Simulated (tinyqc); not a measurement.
# Doping and flat-band voltage from two insulator thicknesses

Question. A junctionless wire is fully depleted at VT = Vfb - q Nd R^2/(4 eps0 eps_r) - q Nd R^2 ln(1 + tox/R)/(2 eps0 eox). Find Nd and Vfb.

Parameters, values chosen for the exercise; material values close to those of silicon: relative permittivity of the semiconductor eps_r = 11.6; relative permittivity of the gate insulator eox = 22; wire radius R = 10 nm.

Constants: q = 1.602176634e-19 C, eps0 = 8.8541878128e-14 F/cm where lengths are in cm. Results are converted to the units shown.

VT at tox = 9.7 and 21 nm (V): -0.34076651  -0.69501989

Answer. The difference of the thresholds is proportional to Nd and holds no Vfb.

Nd = 1.900e19 cm^-3
Vfb = 0.9300 V

Computed by the program tinyqc: `OMP_NUM_THREADS=1 python tinyqc.py 2460047 2460048 out.jsonl`, one thread of a shared Intel Xeon 2.30GHz, about 0.01 s for the whole run.
